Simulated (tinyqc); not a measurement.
# MOS capacitor on a p-type substrate, surface potential from the exact charge relation: what changes with what

Uniform p-type substrate, Boltzmann statistics, full ionisation, classical densities. psi is the surface potential against the body (positive when the bands bend down) and u = psi/Vt. Traps are spread evenly over the gap and neutral at flat band, so their charge is -q Dit psi; the minority quasi-Fermi level is shifted by Vb.

Values chosen for this exercise; band and dielectric values those of a made-up semiconductor:
- T = 273 K (temperature)
- Eg = 0.84 eV (band gap)
- eps_r = 16.2 (relative permittivity)
- Nc = 8.68e18 cm^-3 (conduction-band density of states at T)
- Nv = 6.12e18 cm^-3 (valence-band density of states at T)
- chi = 4.96 eV (electron affinity)
- N = 2.9e16 cm^-3 (acceptor density of the substrate)
- eox = 22.4 (relative permittivity of the gate insulator (close to hafnium oxide))
- tox = 48 nm (insulator thickness)
- phiM = 5.25 eV (gate work function)
- Nf = 0 cm^-2 (fixed charge at the interface, in units of q)
- Dit = 0 cm^-2 eV^-1 (density of interface traps)
- Vb = 1.5 V (reverse bias of the inversion layer against the body)

Constants: q = 1.602176634e-19 C, kB = 1.380649e-23 J/K, Vt = kB T/q, eps0 = 8.8541878128e-14 F/cm where lengths are in cm. Results are converted to the units shown.

Each table varies one quantity; the others keep the values above.

## Capacitance-voltage curves

ni = sqrt(Nc Nv) exp(-Eg/(2 Vt)), Eg in volts; phiF = Vt ln(N/ni); Cox = eps0 eox/tox; Vfb = phiM - chi - (Eg - Vt ln(Nv/N)) - q Nf/Cox; Q0 = sqrt(2 eps0 eps_r q N Vt); r = (ni/N)^2 exp(-Vb/Vt); VT = Vfb + [(2 phiF + Vb)(1 + q Dit/Cox) + sqrt(2 eps0 eps_r q N (2 phiF + Vb))/Cox]. u = psi/Vt; F^2 = exp(-u) + u - 1 + r (exp(u) - u - 1); Qs = -sign(u) Q0 F; Cs = -dQs/dpsi = (Q0/Vt) |1 - exp(-u) + r (exp(u) - 1)|/(2 F). psi solves Vg = Vfb + psi + (q Dit psi - Qs)/Cox. Low frequency: 1/C_LF = 1/Cox + 1/(Cs + q Dit). High frequency, in the simple estimate in which traps and minority carriers do not follow: 1/C_HF = 1/Cox + 1/Cd, Cd being Cs with r = 0 at the same psi. Deep depletion: r = 0 and Dit = 0 both in the equation for psi and in Cs. Minority sheet density N_inv = (Q0/(2 q)) int_0^u r (exp(t) - 1)/F(t) dt for u > 0. N_inv under 1 cm^-2 is printed as 0. Regimes: accumulation when majority carriers gather, then depletion up to |psi| = phiF + Vb, weak inversion up to 2 phiF + Vb, strong inversion beyond.

Capacitance-voltage curves:

| Vg (V) | psi (V) | C_LF/Cox | C_HF/Cox | C_deep/Cox | N_inv (cm^-2) | regime |
|---|---|---|---|---|---|---|
| -1.03 | -0.1157 | 0.9153 | 0.9153 | 0.9153 | 0 | accumulation |
| -0.65 | -0.06740 | 0.8029 | 0.8029 | 0.8029 | 0 | accumulation |
| -0.28 | 0.07823 | 0.3636 | 0.3636 | 0.3636 | 0 | depletion |
| 0.1 | 0.3616 | 0.1937 | 0.1937 | 0.1937 | 0 | depletion |
| 0.47 | 0.6695 | 0.1481 | 0.1481 | 0.1481 | 0 | depletion |
| 0.85 | 0.9982 | 0.1240 | 0.1240 | 0.1240 | 0 | depletion |
| 1.22 | 1.325 | 0.1091 | 0.1091 | 0.1091 | 0 | depletion |
| 1.6 | 1.666 | 0.09829 | 0.09829 | 0.09829 | 151.9 | depletion |
| 1.98 | 2.010 | 0.09435 | 0.09018 | 0.09018 | 3.111e8 | weak inversion |
| 2.35 | 2.187 | 0.8653 | 0.08674 | 0.08394 | 4.558e11 | strong inversion |
| 2.73 | 2.220 | 0.9412 | 0.08615 | 0.07871 | 1.347e12 | strong inversion |
| 3.1 | 2.237 | 0.9608 | 0.08583 | 0.07446 | 2.254e12 | strong inversion |

What does the comparison show, and why?

C_LF/Cox is lowest, 0.0944, at Vg = 1.98 V (weak inversion) among the rows listed and is 0.961 in the last row, where C_HF/Cox is 0.0858 and the deep-depletion value 0.0745. Vfb = -0.424 V, where C_HF/Cox = 0.563 (Cox in series with eps0 eps_r/LD), and VT = 2.06 V. Over the last two rows psi moves by only 0.048 V a volt of gate bias, since the inversion charge screens the body. In strong accumulation and inversion degeneracy and confinement, left out here, lower the capacitance.

## Effect of the relative permittivity of the gate insulator on threshold and swing

ni = sqrt(Nc Nv) exp(-Eg/(2 Vt)), Eg in volts; phiF = Vt ln(N/ni); Cox = eps0 eox/tox; Vfb = phiM - chi - (Eg - Vt ln(Nv/N)) - q Nf/Cox; VT = Vfb + [(2 phiF + Vb)(1 + q Dit/Cox) + sqrt(2 eps0 eps_r q N (2 phiF + Vb))/Cox]. gamma = sqrt(2 eps0 eps_r q N)/Cox; Wm = sqrt(2 eps0 eps_r (2 phiF + Vb)/(q N)); m = 1 + (eps0 eps_r/Wm + q Dit)/Cox; swing m Vt ln 10; Cmin/Cox = 1/(1 + Cox Wm/(eps0 eps_r)).

The same in every row: Vfb (V) = -0.4241; 2 phiF (V) = 0.5800; Wm (nm) = 358.4.

Effect of the relative permittivity of the gate insulator on threshold and swing:

| eox | gamma (V^0.5) | VT (V) | m | swing (mV/decade) | Cmin/Cox |
|---|---|---|---|---|---|
| 3.9 | 1.605 | 3.970 | 1.556 | 84.31 | 0.3575 |
| 5 | 1.252 | 3.461 | 1.434 | 77.68 | 0.3026 |
| 7.5 | 0.8345 | 2.859 | 1.289 | 69.84 | 0.2244 |
| 9 | 0.6954 | 2.659 | 1.241 | 67.23 | 0.1943 |
| 15 | 0.4173 | 2.258 | 1.145 | 62.01 | 0.1264 |
| 22 | 0.2845 | 2.066 | 1.099 | 59.51 | 0.08978 |
| 30 | 0.2086 | 1.957 | 1.072 | 58.09 | 0.06745 |

What does the table show?

As eox goes from 3.9 to 30, VT falls from 3.97 to 1.96 V, the swing falls from 84.3 to 58.1 mV/decade and Cmin/Cox falls from 0.357 to 0.0675. Vfb does not move. m - 1 goes as eox^(-1.00), that is as 1/Cox.

Computed by the program tinyqc: `OMP_NUM_THREADS=1 python tinyqc.py 2060049 2060050 out.jsonl`, one thread of a shared Intel Xeon 2.30GHz, about 0.01 s for the whole run.
